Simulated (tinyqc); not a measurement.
# Changing the trap density N_t

Model: admittance spectroscopy and thermally stimulated current of one trap level in a depletion layer. Computed by tinyqc, a small Python program. Command: `OMP_NUM_THREADS=1 python tinyqc.py 3114224 3114225 out.jsonl admit sweep`. One thread of a shared host (Intel(R) Xeon(R) Processor @ 2.30GHz), about 0.01 s of CPU time with the checks.

A Schottky junction on n-type material holds one donor-like electron trap; shallow donors are fully ionised and abrupt depletion edges are assumed.

Inputs (values chosen for the exercise, modelled on n-type germanium):

| quantity | value | unit |
|---|---|---|
| dielectric constant eps | 16.3 | - |
| density-of-states mass m | 0.543 | m_0 |
| shallow doping N | 1.8e+15 | 1/cm^3 |
| trap depth E_t below the band | 0.277 | eV |
| capture cross section sigma | 7e-15 | cm^2 |
| band bending V_b | 0.47 | V |
| test frequency f | 700000 | Hz |

Constants: k_B = 1.380649e-23 J/K; m_0 = 9.1093837015e-31 kg; h = 6.62607015e-34 J s; k_B = 8.617333262e-05 eV/K; eps_0 = 8.8541878128e-12 F/m; e = 1.602176634e-19 C.

Method:
- N_c = 2 (2 pi m k_B T/h^2)^(3/2), v_th = sqrt(3 k_B T/m), emission rate e_n = sigma v_th N_c exp(-E_t/(k_B T)).
- Where the level crosses the Fermi level capture equals emission, so the trap follows the signal with the rate 2 e_n; G/omega peaks at omega = 2 e_n (the correction for large N_t/N is left out).
- Solve 2 e_n(T_p) = 2 pi f.
- With E_c - E_F = k_B T_p ln(N_c/N): lambda = sqrt(2 eps eps_0 (E_t - (E_c - E_F))/(e^2 N)); traps are empty and charged for x < x_t = w - lambda, and V_b = e (N w^2 + N_t x_t^2)/(2 eps eps_0). High frequency: C_hf = eps eps_0/w. Low frequency: C_lf = eps eps_0 (N + N_t)/(N w + N_t x_t).

One run for each value:

| trap density N_t (1/cm^3) | step (C_lf - C_hf)/C_hf | small-N_t estimate (N_t/N)(lambda/w) | depletion width w (nm) |
|---|---|---|---|
| 1.80e+13 | 0.00450 | 0.0045 | 684.84 |
| 3.80e+13 | 0.00945 | 0.0096 | 683.71 |
| 8.20e+13 | 0.02020 | 0.0207 | 681.27 |
| 1.70e+14 | 0.04112 | 0.0432 | 676.54 |
| 3.70e+14 | 0.08603 | 0.0955 | 666.51 |
| 7.90e+14 | 0.17057 | 0.2097 | 648.17 |
| 1.70e+15 | 0.32213 | 0.4738 | 617.28 |
| 3.60e+15 | 0.56079 | 1.0779 | 574.53 |

Over the rows, step (C_lf - C_hf)/C_hf rises from 0.00450 to 0.561 (exponent d ln y / d ln x 0.99 between the first rows and 0.74 between the last); small-N_t estimate (N_t/N)(lambda/w) rises from 0.00452 to 1.08 (exponent d ln y / d ln x 1.0 between the first rows and 1.1 between the last); depletion width w (nm) falls from 685 to 575 (exponent d ln y / d ln x -0.0022 between the first rows and -0.096 between the last). At the low end the exponent of step (C_lf - C_hf)/C_hf is 0.99, close to 1: a dilute trap.

Caution (rows 7.90e14, 1.70e15, 3.60e15): N_t/N is not small, so the peak moves away from omega = 2 e_n.

Extremes, crossings and ranges named in words are read from the listed rows.
